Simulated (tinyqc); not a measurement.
Gain against electron density: polytypes and stacking faults of a tetrahedral semiconductor in an axial Ising model with couplings up to third neighbours. Computed by tinyqc, a small Python program. Command: `OMP_NUM_THREADS=1 python tinyqc.py 3019447 3019448 out.jsonl polytype walk`. One thread of a shared host (Intel(R) Xeon(R) Processor @ 2.30GHz), about 0.01 s of CPU time with the checks.

Each double layer has s = +1 or -1 for the sense of its stacking step; E per pair of atoms = E0 - sum_n J_n <s_i s_(i+n)>, n = 1, 2, 3. Hexagonality h = (1 - <s_i s_(i+1)>)/2.

Inputs (values chosen for the exercise, of the order of those of SiC for J, a, G and the gaps):
```
quantity                                    value      unit
J1                                           2.55  meV/pair
J2                                          -3.12  meV/pair
J3                                          -0.26  meV/pair
basal lattice constant a                     3.08  angstrom
binding energy of the fault level E_b        0.29        eV
in-plane mass m                              0.44        m0
effective density of states N_c at 300 K  1.5e+19    1/cm^3
temperature T                                1000         K
```

Host polytype: 6H.

Constants: 1 eV/angstrom^2 = 16.02176634 J/m^2; m_0 = 9.1093837015e-31 kg; hbar = 1.054571817e-34 J s; k_B = 1.380649e-23 J/K; k_B = 8.617333262e-05 eV/K.

Method. Faults in 6H: the sequences single Shockley (42) (++++--), Frank-type (32) (+++--), Frank-type (43) (++++---) are put between perfect repeats; k_n = (layers x C_n of the host) - sum_i s_i s_(i+n). gamma = sum k_n J_n/A, A = (sqrt 3/2) a^2; 1 meV/angstrom^2 = 16.02177 mJ/m^2. The fault binds electrons in a two-dimensional band E_b below the conduction edge, g2 = m m0/(pi hbar^2) for one valley. With the Fermi level held by the bulk, eta = ln[n/N_c(T)], N_c(T) = N_c (T/300)^1.5, the grand potential falls by g2 (k_B T)^2 F1(x), x = eta + E_b/(k_B T), F1(x) = integral from 0 to infinity of ln(1 + exp(x - t)) dt; sheet density g2 k_B T ln(1 + e^x). Band bending by the trapped charge is left out, so the gain is an upper bound.

fault coefficients k_n:
```
                            J1        J2        J3
single Shockley (42)   0.00000   0.00000  -4.00000
Frank-type (32)        0.66667   1.33333  -2.00000
Frank-type (43)       -0.66667  -1.33333  -2.00000
```

energy of the glide fault, single Shockley (42) = 2.02820 mJ/m^2

At T:
```
n (1/cm^3)        x  sheet density (1/cm^2)  gain (mJ/m^2)  gain/gamma  gain/gamma at T + 200 K
1.00e+14    -10.359              5.0216e+08     6.9331e-05  3.4184e-05               2.1371e-05
1.00e+15     -8.056              5.0209e+09     6.9326e-04  3.4181e-04               2.1370e-04
1.00e+16     -5.754              5.0137e+10     6.9277e-03  3.4157e-03               2.1364e-03
1.00e+17     -3.451              4.9437e+11     6.8790e-02  3.3917e-02               2.1298e-02
1.00e+18     -1.149              4.3619e+12     6.4496e-01  3.1799e-01               2.0677e-01
5.00e+18      0.461              1.5044e+13     2.6218e+00  1.2927e+00               9.2569e-01
2.00e+19      1.847              3.1574e+13     6.9951e+00  3.4489e+00               2.8303e+00
```

What follows from these numbers?

For x well below 0 the gain is k_B T times the sheet density and linear in n; for x well above 0 the well fills and the gain grows only about as x^2. It passes the fault energy from n = 5.0e18 /cm^3 on; 200 K more changes it by a factor 0.63 at 1e16, so faults opened by injected carriers can shrink on heating.
